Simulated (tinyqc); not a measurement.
What moves the exposure: standing waves and exposure in a photoresist film.

Normal incidence from air. Unexposed resist: N1 = n1 + i k1 with k1 = (A + B) lam/(4 pi), lam in micrometres. r01 = (1 - N1)/(1 + N1), t01 = 2/(1 + N1). Substrate Ns = ns + i ks: r12 = (N1 - Ns)/(N1 + Ns). With p = exp(2 pi i N1 d/lam), the field at depth z is E(z) = t01 [exp(2 pi i N1 z/lam) + r12 p^2 exp(-2 pi i N1 z/lam)]/(1 + r01 r12 p^2), the relative intensity I(z) = n1 |E(z)|^2 and the reflectance R = |(r01 + r12 p^2)/(1 + r01 r12 p^2)|^2.

Parameters, chosen for this exercise (a resist on W, indices near tabulated ones; shifted at random, so the results belong to these values and not to a real crystal):
- lam = 365 nm (vacuum wavelength)
- n1 = 1.727 (resist index)
- A = 0.54 1/micrometre (bleachable absorption (Dill A))
- B = 0.11 1/micrometre (fixed absorption (Dill B))
- d = 640 nm (resist thickness)
- ns = 3.378 (substrate n)
- ks = 2.372 (substrate k)

The mean of I is over 800 depths.

Results for these values:

| case | \|r12\|^2 | R | mean I | I at the bottom |
|---|---|---|---|---|
| base | 0.2600 | 0.2694 | 0.7906 | 0.2053 |

What happens to each result for n1 = 1.744, all else kept?

Answer: |r12|^2 falls from 0.2600 to 0.2569; R falls from 0.2694 to 0.2306; mean I rises from 0.7906 to 0.8284; I at the bottom rises from 0.2053 to 0.2193.

The same for each parameter in turn:

| case | \|r12\|^2 | R | mean I | I at the bottom |
|---|---|---|---|---|
| base | 0.2600 | 0.2694 | 0.7906 | 0.2053 |
| d = 650 nm | 0.2600 | 0.1997 | 0.8593 | 0.2235 |
| n1 = 1.744 | 0.2569 | 0.2306 | 0.8284 | 0.2193 |
| B = 0.31 1/micrometre | 0.2589 | 0.2378 | 0.7426 | 0.1831 |
| ks = 2.135 | 0.2346 | 0.2568 | 0.7828 | 0.2135 |
| ns = 3.716 | 0.2686 | 0.2796 | 0.7863 | 0.1828 |

(tinyqc, `OMP_NUM_THREADS=1 python tinyqc.py 1652087 1652088 out.jsonl`, Intel(R) Xeon(R) Processor @ 2.30GHz, 1 thread, shared host, about 0.01 s.)
